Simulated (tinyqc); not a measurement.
Capacitances against the relative permittivity between the lines.

Endless row of lines of width wl, height tl and space sl between grounded planes at distance hd; e2 fills the gaps beside the lines, e1 the rest. Laplace's equation is solved on meshes of 3, 6 and 12 steps per unit u and extrapolated (Aitken), which is good to about 0.2 %. C_even (all lines at 1 V) is the capacitance Cg to the planes; C_odd (neighbours in antiphase) = Cg + 4 Cc if only nearest neighbours couple, which defines Cc; total with quiet neighbours Cg + 2 Cc. Plate values 2 eps0 e1 wl/hd and eps0 e2 tl/sl.

Parameters, values chosen for the exercise:

| symbol | value | unit | meaning |
|---|---|---|---|
| e1 | 3 |  | relative permittivity above and below the lines |
| wl | 4 | u | line width, in units u |
| tl | 6 | u | line height |
| sl | 4 | u | space between lines |
| hd | 6 | u | distance to each plane |

Constants: eps0 = 8.8541878128e-12 F/m. Results are converted to the units shown.

The same in every row: plate Cg (aF/um) = 35.4.

Result of one run:

| Cg (aF/um) | Cc (aF/um) | Cg + 2 Cc (aF/um) | C_odd (aF/um) | plate Cc (aF/um) | share of coupling, 2 Cc/(Cg + 2 Cc) (%) |
|---|---|---|---|---|---|
| 67.1 | 51.4 | 170 | 273 | 39.8 | 60.5 |

Which relative permittivity between the lines e2 gave this result: 1.5, 2, 3 or 5?

e2 = 3.

The whole series:

| e2 | Cg (aF/um) | Cc (aF/um) | Cg + 2 Cc (aF/um) | C_odd (aF/um) | plate Cc (aF/um) | share of coupling, 2 Cc/(Cg + 2 Cc) (%) |
|---|---|---|---|---|---|---|
| 1 | 64.7 | 24.8 | 114 | 164 | 13.3 | 43.4 |
| 1.5 | 65.5 | 31.5 | 128 | 191 | 19.9 | 49.0 |
| 2 | 66.2 | 38.1 | 142 | 219 | 26.6 | 53.5 |
| 2.5 | 66.7 | 44.8 | 156 | 246 | 33.2 | 57.3 |
| 3 | 67.1 | 51.4 | 170 | 273 | 39.8 | 60.5 |
| 3.9 | 67.6 | 63.4 | 194 | 321 | 51.8 | 65.2 |
| 5 | 68.1 | 78.0 | 224 | 380 | 66.4 | 69.6 |
| 7 | 68.7 | 105 | 278 | 487 | 93.0 | 75.3 |

As e2 goes from 1 to 7, Cg rises from 64.7 to 68.7 aF/um, Cc rises from 24.8 to 105 aF/um and the share of coupling rises from 43.4 to 75.3 %. Cg is 1.83 times its plate value in the first row and 1.94 times in the last; for Cc the ratios are 1.87 and 1.12. Neighbours in antiphase raise the load by a factor of 1.43 and 1.75 over quiet ones.

tinyqc, about 0.8 s, one thread, Intel Xeon 2.30GHz (shared host): `OMP_NUM_THREADS=1 python tinyqc.py 2790212 2790213 out.jsonl`
